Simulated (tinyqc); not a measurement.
Pairing against temperature: dopants and charged point defects at anneal temperature: Fermi-level effect, clustering and pairing. Computed by tinyqc, a small Python program. Command: `OMP_NUM_THREADS=1 python tinyqc.py 3026724 3026725 out.jsonl pairing walk`. One thread of a shared host (Intel(R) Xeon(R) Processor @ 2.30GHz), about 0.01 s of CPU time with the checks.

Boltzmann statistics and full ionisation of active dopants. Energies are counted from the valence band; the defect (a vacancy or self-interstitial) has five charge states, with all degeneracy factors one.

Inputs (values chosen for the exercise, with bands modelled on GaAs):
```
quantity                                        value    unit
site density N_s                              3.1e+22   cm^-3
pair binding energy E_b                          0.67      eV
pair configurations Z                               4       -
impurity diffusion prefactor D_0              0.00093  cm^2/s
impurity migration energy E_m                    0.56      eV
dielectric constant eps                          12.8       -
active dopant density in the stored part N_2  7.8e+16   cm^-3
```

Dopant: donor. Second part: pairing with a mobile impurity.

Constants: k_B = 8.617333262e-05 eV/K; e^2/(4 pi eps_0) = 14.39964548 eV angstrom.

Method. An oppositely charged mobile impurity (density M) pairs with the dopant: pairs/free = Z (N_2/N_s) exp(E_b/k_B T_2) for M << N_2; capture radius R = e^2/(4 pi eps eps_0 k_B T_2); D_m = D_0 exp(-E_m/k_B T_2); association rate 4 pi R D_m N_2; dissociation rate = association rate/(pairs/free); tau = 1/(sum of both).

Equilibrium and kinetics:
```
T (K)  paired share  time constant (s)  D_m (cm^2/s)  effective D (cm^2/s)
270         1.00000         6.4370e+01    3.2780e-14            1.0155e-21
300         1.00000         6.4439e+00    3.6383e-13            2.0072e-19
340         0.99999         5.7112e-01    4.6523e-12            5.4143e-17
380         0.99987         8.5352e-02    3.4789e-11            4.4944e-15
430         0.99861         1.3205e-02    2.5413e-10            3.5398e-13
480         0.99091         3.0301e-03    1.2267e-09            1.1150e-11
550         0.93276         5.8343e-04    6.8718e-09            4.6205e-10
650         0.61185         7.3445e-05    4.2318e-08            1.6426e-08
```

What does the comparison show, and why?

Half the impurity is paired at T = E_b/(k_B ln(N_s/(Z N_2))) = 676 K. The time constant at 300 K is 6.4 s. Below 676 K pairs win, and the effective diffusivity has the activation energy E_m + E_b = 1.23 eV; above it the impurity is free and moves with E_m = 0.56 eV.
